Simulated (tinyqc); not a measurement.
Thermophotovoltaic cell, detailed-balance limit: one step of the calculation.

Every photon above the gap Eg makes one pair and none below is absorbed; carriers thermalise at T and move without loss. Jsc = q F Phi(Eg, Ts); the dark current is J0 = q ge Phi(Eg, T)/ERE with the Boltzmann factor exp(V/Vt). Photons below the gap return to the emitter with reflectance Rf, and the efficiency is the electrical power over the radiant power not returned (luminescence back to the emitter is not credited).

Question. Photocurrent, dark current and incident power. Photon flux above E from a black body at temperature T into a hemisphere: Phi(E, T) = A sum_k exp(-k E/th)[E^2 th/k + 2 E th^2/k^2 + 2 th^3/k^3], k = 1, 2, ..., with th = kB T/q in eV and A = 2 pi q^3/(h^3 c^2). Jsc = q F Phi(Eg, Ts), J0 = q ge Phi(Eg, T)/ERE. Pin = F sigma Ts^4, sigma = 2 pi^5 kB^4/(15 h^3 c^2). Power above the gap: Pg = F A q sum_k exp(-k Eg/th)[Eg^3 a + 3 Eg^2 a^2 + 6 Eg a^3 + 6 a^4], a = th/k at Ts; power not returned Pab = Pin - Rf (Pin - Pg).

Inputs (values chosen for the exercise):
- T = 300 K (cell temperature)
- Ts = 1800 K (emitter temperature)
- F = 0.72 (share of the hemisphere filled by the emitter)
- Rf = 0.99 (reflectance for photons below the gap)
- ERE = 0.01 (external radiative efficiency)
- ge = 1 (number of faces that emit)
- Eg = 0.87 eV (band gap)

Constants: q = 1.602176634e-19 C, kB = 1.380649e-23 J/K, h = 6.62607015e-34 J s, c = 299792458 m/s. Results are converted to the units shown.

Find: Jsc; J0; Pin; Pab.

Answer.

Jsc = 6978.2 mA/cm^2
J0 = 7.9723e-8 mA/cm^2
Pin = 42858 mW/cm^2
Pab = 7874.2 mW/cm^2

Computed by the program tinyqc: `OMP_NUM_THREADS=1 python tinyqc.py 2820003 2820004 out.jsonl`, one thread of a shared Intel Xeon 2.30GHz, about 0.01 s for the whole run.
